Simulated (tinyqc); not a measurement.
What each parameter does: Landau levels with Rashba coupling.

H = (p + eA)^2/2m + aR (sx ky - sy kx) + gs muB B sz/2. With d = 1/2 - gs m/4: E_0 = d hbar wc, and E(N, +/-) = hbar wc [N +/- sqrt(d^2 + 2 N aR^2/(l hbar wc)^2)] for N >= 1.

In a field B along z: l = 1/sqrt((e/hbar) B) is the magnetic length, n_B = B/(h/e) the number of states per area in one level, hbar wc = 2 muB B/m for mass m in m0; 1/angstrom^2 = 1e16/cm^2.

Each listed level takes n_B electrons. At zero temperature and without broadening EF sits in the partly filled level.

Constants: e/hbar = 1.519267448e-05 1/(T angstrom^2); h/e = 413566.7697 T angstrom^2; muB = 5.788381798e-05 eV/T.

Inputs chosen for the exercise (near those of an asymmetric InAs well; shifted at random, so the results belong to these values and not to a real crystal):

| symbol | value | unit | meaning |
|---|---|---|---|
| m | 0.03 | m0 | mass |
| gs | -10.86 |  | g factor |
| aR | 0.07 | eV angstrom | Rashba constant |
| B | 5.6 | T | magnetic field |
| n | 1.9 | x 1e11/cm^2 | electron sheet density |

The second and third levels from below, nu = n/n_B, and EF.

Results for these values:

| case | second level (meV) | third level (meV) | nu | EF (meV) |
|---|---|---|---|---|
| base | 12.57 | 30.59 | 1.40 | 12.57 |

What happens to each result for B = 6.72 T, all else kept?

Answer: second level rises from 12.57 to 15.08; third level rises from 30.59 to 36.72; nu falls from 1.40 to 1.17; EF rises from 12.57 to 15.08.

The same for each parameter in turn:

| case | second level (meV) | third level (meV) | nu | EF (meV) |
|---|---|---|---|---|
| base | 12.57 | 30.59 | 1.40 | 12.57 |
| B = 6.72 T | 15.08 | 36.72 | 1.17 | 15.08 |
| m = 0.036 m0 | 10.76 | 25.18 | 1.40 | 10.76 |
| gs = -13 | 12.91 | 30.24 | 1.40 | 12.91 |
| aR = 0.0595 eV angstrom | 12.57 | 30.61 | 1.40 | 12.57 |
| n = 1.61 x 1e11/cm^2 | 12.57 | 30.59 | 1.19 | 12.57 |

Run: tinyqc, `OMP_NUM_THREADS=1 python tinyqc.py 1251610 1251611 out.jsonl`; Intel(R) Xeon(R) Processor @ 2.30GHz, one thread, shared host; about 0.01 s of CPU time with all checks.
